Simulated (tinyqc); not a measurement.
## Ideality, saturation current and resistance from three points

Problem. Well above the saturation current a diode obeys V = n Vt ln(I/I0) + I Rs. Find n, Rs and I0.

Inputs (values chosen for the exercise):
- T = 400 K (temperature)

Constants: q = 1.602176634e-19 C, kB = 1.380649e-23 J/K, Vt = kB T/q. Results are converted to the units shown.

currents (A): 7e-6  0.0002  0.007
voltages (V): 0.34974055  0.51752725  0.70338544

Answer. V is linear in the three unknowns n Vt, Rs and -n Vt ln I0, so three points give a linear system.

n = 1.450
Rs = 1.200 ohm
I0 = 6.400e-9 A

Numbers from tinyqc (`OMP_NUM_THREADS=1 python tinyqc.py 2260060 2260061 out.jsonl`; about 0.01 s on one thread of a shared Intel Xeon 2.30GHz).
